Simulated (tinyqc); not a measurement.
Two-band k.p model of the Delta valleys near the X point under shear strain: sweeps and comparisons. A value that a table varies takes the place of the one given here.

Valley pair on the [001] axis, kz counted from the X point, c = hbar^2/2m0, k0 = kx0 2 pi/a. H = (c kz^2/ml + c (kx^2 + ky^2)/mt + c k0^2/ml) 1 + (2 c k0 kz/ml) sigma_z + (D exy - 2 c kx ky/Mp) sigma_x, so E = c kz^2/ml + c (kx^2 + ky^2)/mt + c k0^2/ml -/+ sqrt((2 c k0 kz/ml)^2 + (D exy - 2 c kx ky/Mp)^2). Without strain the lower band has its minima, E = 0, at kz = +/- k0. Shifts from diagonal strain are left out.

For |eta| < 1: k_min = k0 sqrt(1 - eta^2), E_min = -Delta eta^2/2, ml(eta) = ml/(1 - eta^2), 1/m[110] = 1/mt + eta/Mp, 1/m[1-10] = 1/mt - eta/Mp. For |eta| > 1 the minimum sits at X: E_min = -Delta (2 |eta| - 1)/2, ml(eta) = ml/(1 - 1/|eta|), and eta is replaced by its sign in the transverse masses. Here Delta = 2 c k0^2/ml and eta = D exy/Delta.

s11 = (C11 + C12)/((C11 - C12)(C11 + 2 C12)), s12 = -C12/((C11 - C12)(C11 + 2 C12)), s44 = 1/C44; exx = s11 sxx + s12 (syy + szz) and cyclic, exy = s44 sxy/2; tension is positive. A uniaxial stress X along the unit vector n is s_ij = X n_i n_j.

Constants: hbar^2/2m0 = 3.80998211 eV angstrom^2; kB = 8.617333262e-05 eV/K.

Parameters, chosen for this exercise (near those of Si; the results hold for these values, not for the real material): a = 5.425 angstrom (lattice constant); ml = 0.897 m0 (longitudinal mass); mt = 0.201 m0 (transverse mass); kx0 = 0.146 2 pi/a (distance of the minimum from X); D = 14.1 eV (shear deformation potential); Mp = 0.244 m0 (coupling mass); C11 = 162.8 GPa; C12 = 64.1 GPa; C44 = 78.4 GPa; Xu = 9.55 eV (uniaxial potential); T = 350 K (temperature); exy = 0.015 (shear strain).

## Sweep of the shear strain

Delta = 2 c k0^2/ml, eta = D exy/Delta.

The minimum:

| exy | eta | k_min/k0 | E_min (meV) | ml(eta) | m[110] | m[1-10] | density-of-states mass |
|---|---|---|---|---|---|---|---|
| 0.0000 | 0.000 | 1.000 | 0.0 | 0.897 | 0.2010 | 0.2010 | 0.331 |
| 0.0017 | 0.099 | 0.995 | -1.2 | 0.906 | 0.1859 | 0.2188 | 0.333 |
| 0.0043 | 0.250 | 0.968 | -7.6 | 0.957 | 0.1667 | 0.2530 | 0.343 |
| 0.0086 | 0.499 | 0.866 | -30.3 | 1.195 | 0.1424 | 0.3414 | 0.387 |
| 0.0129 | 0.749 | 0.663 | -68.1 | 2.042 | 0.1243 | 0.5246 | 0.511 |
| 0.0155 | 0.900 | 0.436 | -98.3 | 4.710 | 0.1154 | 0.7766 | 0.750 |
| 0.0207 | 1.202 | 0.000 | -170.4 | 5.346 | 0.1102 | 1.1406 | 0.876 |
| 0.0276 | 1.602 | 0.000 | -267.7 | 2.387 | 0.1102 | 1.1406 | 0.669 |

The valleys reach X at eta = 1, that is exy = 0.0172. The shift is quadratic up to eta = 1 (-7.6 meV at eta = 0.25, -30.3 meV at 0.50) and linear beyond, while 1/m[110] rises linearly, taking m[110] from 0.201 to its floor 0.1102, a gain of 82 % in 1/m. ml(eta) diverges at eta = 1; the largest value listed is 5.35. A deformation-potential model with fixed masses misses all of this.

## Tension along [110]: repopulation and mass change

The z valleys move against the x and y valleys by Xu (ezz - exx) and, through the shear, by E_min. Share of the z valleys n = w/(w + 2 exp(dE/kT)), dE the total relative shift, w = sqrt(ml(eta) m[110] m[1-10]/(ml mt^2)). Along [110]: 1/m_c = n/m[110] + (1 - n)(1/ml + 1/mt)/2. Fixed masses means E_min = 0, w = 1, m[110] = mt. Gains are against 3/(1/ml + 2/mt) at a fixed scattering time.

Results:

| X (GPa) | Xu (ezz - exx) (meV) | E_min (meV) | m[110] | m_c fixed masses | m_c with shear | gain fixed (%) | gain with shear (%) |
|---|---|---|---|---|---|---|---|
| 0.00 | 0.0 | 0.0 | 0.2010 | 0.2711 | 0.2711 | 0.0 | 0.0 |
| 0.25 | -12.1 | -0.3 | 0.1936 | 0.2584 | 0.2527 | 4.9 | 7.3 |
| 0.50 | -24.2 | -1.0 | 0.1868 | 0.2462 | 0.2333 | 10.1 | 16.2 |
| 1.00 | -48.4 | -4.2 | 0.1744 | 0.2262 | 0.1980 | 19.9 | 36.9 |
| 1.50 | -72.6 | -9.4 | 0.1636 | 0.2137 | 0.1731 | 26.9 | 56.6 |
| 2.00 | -96.8 | -16.6 | 0.1540 | 0.2070 | 0.1573 | 31.0 | 72.3 |
| 3.00 | -145.1 | -37.5 | 0.1379 | 0.2023 | 0.1382 | 34.0 | 96.2 |

At 1 GPa repopulation alone gives 19.9 % and the shear terms raise it to 36.9 %. From 2 to 3 GPa the fixed-mass gain grows by 3.1 points, towards its ceiling of 34.9 % when all electrons sit in the z valleys, whereas the gain with shear grows by 23.9 points because m[110] keeps falling.

## What each parameter does

Delta = 2 c k0^2/ml, eta = D exy/Delta. Each row changes one parameter from the base and keeps the others.

Results:

| case | eta | E_min (meV) | ml(eta) (m0) | m[110] (m0) | m[1-10] (m0) |
|---|---|---|---|---|---|
| base | 0.8707 | -92.08 | 3.7093 | 0.1170 | 0.7110 |
| ml = 0.95979 m0 | 0.9317 | -98.53 | 7.2729 | 0.1137 | 0.8645 |
| mt = 0.18693 m0 | 0.8707 | -92.08 | 3.7093 | 0.1121 | 0.5615 |
| kx0 = 0.13578 2 pi/a | 1.0067 | -106.46 | 133.9511 | 0.1102 | 1.1406 |
| D = 15.087 eV | 0.9317 | -105.42 | 6.7971 | 0.1137 | 0.8645 |
| Mp = 0.26108 m0 | 0.8707 | -92.08 | 3.7093 | 0.1203 | 0.6098 |
| exy = 0.01395 | 0.8098 | -79.64 | 2.6056 | 0.1206 | 0.6037 |

The largest shifts from the base row, up to three for each result and ties (the steps differ in size, so this ranks the rows, not the parameters). eta: kx0 +0.1360, ml +0.0610, D +0.0610, exy -0.0610; unchanged at the printed digits by mt and Mp. E_min (meV): kx0 -14.38, D -13.34, exy +12.44; unchanged at the printed digits by mt and Mp. ml(eta) (m0): kx0 +130.2419, ml +3.5636, D +3.0878; unchanged at the printed digits by mt and Mp. m[110] (m0): kx0 -0.0068, mt -0.0049, exy +0.0035. m[1-10] (m0): kx0 +0.4296, ml +0.1535, D +0.1535.

(tinyqc, `OMP_NUM_THREADS=1 python tinyqc.py 1081242 1081243 out.jsonl`, Intel(R) Xeon(R) Processor @ 2.30GHz, 1 thread, shared host, about 0.01 s.)
